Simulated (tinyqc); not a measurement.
Inside a calculation. Model: a particle near a wafer in liquid: double-layer and van der Waals forces (DLVO), deposition barrier and removal. Computed by tinyqc, a small Python program that keeps every step. Command: `OMP_NUM_THREADS=1 python tinyqc.py 3113173 3113174 out.jsonl dlvo walk`. One thread of a shared host (Intel(R) Xeon(R) Processor @ 2.30GHz), about 0.01 s of CPU time with the checks. Intermediate numbers are printed to about 5 digits and carried at full precision; extremes and crossings named in words are read from the listed rows.

Sphere and flat wall, Derjaguin approximation, constant potentials in the linear-superposition form, no retardation and no hydration force.

Inputs (values chosen for the exercise, of the order of those for silica on copper in water):
```
quantity,value,unit
particle radius R,14,nm
Hamaker constant A,2.8e-20,J
potential of the particle psi_1,-55,mV
potential of the wafer psi_2,-60,mV
salt concentration c,0.0036,mol/L
valence z of the symmetric salt,1,-
temperature T,293,K
dielectric constant of the liquid,80.2,-
gap h,3.6,nm
contact distance h0,0.3,nm
contact radius over R,0.13,-
viscosity,0.74,mPa s
```

Constants: e = 1.602176634e-19 C; N_A = 6.02214076e+23 1/mol; eps_0 = 8.8541878128e-12 F/m; k_B = 1.380649e-23 J/K; k_B = 8.617333262e-05 eV/K.

## Screening

kappa^2 = 2 z^2 e^2 N_A (1000 c)/(eps eps_0 k_B T); gamma_i = tanh(z e psi_i/(4 k_B T)); Z = 64 pi eps eps_0 (k_B T/(z e))^2 gamma_1 gamma_2.

kappa = 0.19684 1/nm

Debye length = 5.0802 nm

gamma_1 = -0.49645

gamma_2 = -0.53283

Z = 24.077 pN

kappa R = 2.7558

Like signs: the double layers repel. Caution: kappa R is not large, so the Derjaguin approximation is only rough at gaps of the order of the Debye length.

## Energy and force at one gap

U(h) = Z R exp(-kappa h) - A R/(6 h); F(h) = -dU/dh = kappa Z R exp(-kappa h) - A R/(6 h^2), positive for repulsion.

double-layer energy = 41.022 k_B T

van der Waals energy = -4.4862 k_B T

U(h) = 36.536 k_B T

F(h) = 27.624 pN

Caution: for kappa h below 1 linear superposition is only rough, and charge regulation matters.

## The curve

The formulas are those given above.

Against the gap:
```
h (nm),kappa h,U (k_B T),F (pN)
0.4,0.0787,36.639,-3.4701e+02
0.6,0.1181,47.125,-1.2252e+02
1.0,0.1968,52.286,-1.0839e+01
1.5,0.2953,51.255,2.0349e+01
2.5,0.4921,44.479,3.0109e+01
4.0,0.7874,33.879,2.6109e+01
7.0,1.3779,18.700,1.5394e+01
12.0,2.3621,6.505,5.7980e+00
20.0,3.9368,0.818,1.1312e+00
40.0,7.8736,-0.372,-1.5577e-02
```

Caution: in rows where h is not small against R, A R/(6 h) overstates the van der Waals term. Caution: in rows with kappa h below 1 linear superposition is only rough.

## Barrier and secondary minimum

F = 0 reads x^2 exp(-x) = y with x = kappa h and y = A kappa/(6 Z); the left side peaks at x = 2 with 4/e^2 = 0.5413, so roots exist for smaller y: x < 2 is the barrier, x > 2 the secondary minimum.

y = 0.038153

position of the barrier = 1.1065 nm

barrier height = 52.420 k_B T

position of the secondary minimum = 36.678 nm

energy at the secondary minimum = -0.37934 k_B T

A barrier above 15 k_B T practically stops deposition.

## Critical salt concentration

The barrier height is zero when U = 0 and F = 0 together: kappa h = 1 and kappa = 6 Z/(e A), e = 2.718282 here; c follows from kappa^2, with the potentials held fixed.

critical kappa = 1.8980 1/nm

critical concentration = 0.33470 mol/L

## Adding salt

kappa scales as sqrt(c); potentials are held fixed. A dash marks rows without a maximum.

Against the concentration:
```
c (mol/L),Debye length (nm),barrier at (nm),barrier (k_B T),minimum at (nm),minimum (k_B T)
3.35e-05,52.664,3.2965,73.369,5.4041e+02,-2.6973e-02
3.35e-04,16.654,1.9022,65.840,1.4662e+02,-9.7642e-02
3.35e-03,5.266,1.1241,52.942,3.8284e+01,-3.6383e-01
1.67e-02,2.359,0.8013,39.169,1.4443e+01,-9.3562e-01
6.69e-02,1.178,0.6224,23.188,5.9392e+00,-2.1797e+00
1.67e-01,0.746,0.5496,10.496,3.1580e+00,-3.9062e+00
3.01e-01,0.556,0.5276,1.626,2.0187e+00,-5.7986e+00
5.02e-01,0.430,0.5424,-6.159,1.2836e+00,-8.3652e+00
1.00e+00,0.305,-,-,-,-
```

At low salt the barrier tends to Z R = 83.3 k_B T; it is half of that between 0.0034 and 0.017 mol/L and changes sign at 0.33 mol/L, while the secondary minimum deepens to -5.8 k_B T at 0.9 of that.

## Removing an attached particle

Adhesion F_a = A R/(6 h0^2) [1 + a^2/(R h0)] - kappa Z R exp(-kappa h0), a the contact radius. Drag in a shear flow F_d = 1.7 x 6 pi mu R^2 G, acting at 1.4 R; rolling starts when 1.4 R F_d = a F_a. Wall shear stress = mu G.

van der Waals adhesion = 1298.4 pN

net adhesion F_a = 1235.9 pN

wall shear stress for rolling = 18272 Pa

shear rate G = 2.4692e+07 1/s

Checks made by the program: force against a difference of U (relative difference below 1e-10).
